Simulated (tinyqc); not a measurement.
## On-chip interconnect, size-dependent resistivity and RC delay: course in time

A rectangular line between two neighbours and two ground planes. Surface and grain-boundary scattering are added to the bulk resistivity as corrections; capacitances are parallel-plate values without fringing; inductance is ignored.

6 equal pi sections: series Rs = r Lw/6; node capacitances c Lw/6, halved at nodes 0 and 6, with Cl added to node 6; Rd feeds node 0. Elmore delay of node k: the sum, over the resistors on the path to k, of resistance times all capacitance downstream of it.

A 1 V step is applied behind Rd at t = 0. C dv/dt = -G v + b, with G the conductance matrix of the ladder (1/Rs between neighbours, 1/Rd added at node 0) and b = (1 V/Rd, 0, ...). Backward Euler step: (C/dt + G) v(new) = (C/dt) v + b. The last column solves the same ladder exactly by its modes.

Values chosen for this exercise:

| symbol | value | unit | meaning |
|---|---|---|---|
| Rd | 490 | ohm | driver resistance |
| dt | 5 | ps | time step |

Rs = 61.3653 ohm
C, node 0 to 6 (fF): 1.66220  3.32441  3.32441  3.32441  3.32441  3.32441  3.16220

Voltages (V):
```
t (ps)	node 0	node 3	node 6	node 6, exact
5.000	0.4171	0.2648	0.2124	0.2405
10.00	0.5869	0.4653	0.4166	0.4761
15.00	0.7002	0.6104	0.5734	0.6387
20.00	0.7816	0.7160	0.6888	0.7508
25.00	0.8408	0.7929	0.7731	0.8281
30.00	0.8839	0.8490	0.8345	0.8815
35.00	0.9154	0.8899	0.8794	0.9183
40.00	0.9383	0.9198	0.9120	0.9436
45.00	0.9550	0.9415	0.9359	0.9611
50.00	0.9672	0.9573	0.9532	0.9732
55.00	0.9761	0.9689	0.9659	0.9815
60.00	0.9826	0.9773	0.9751	0.9872
```

What does the table show?

The far end of the ladder reaches 0.5 V at 10.63 ps, 0.721 of its Elmore delay (ln 2 = 0.693 for a single pole); the slowest mode has a time constant of 13.46 ps. The largest error of the backward Euler steps at that node is 65 mV.

Numbers from tinyqc (`OMP_NUM_THREADS=1 python tinyqc.py 2100037 2100038 out.jsonl`; about 0.01 s on one thread of a shared Intel Xeon 2.30GHz).
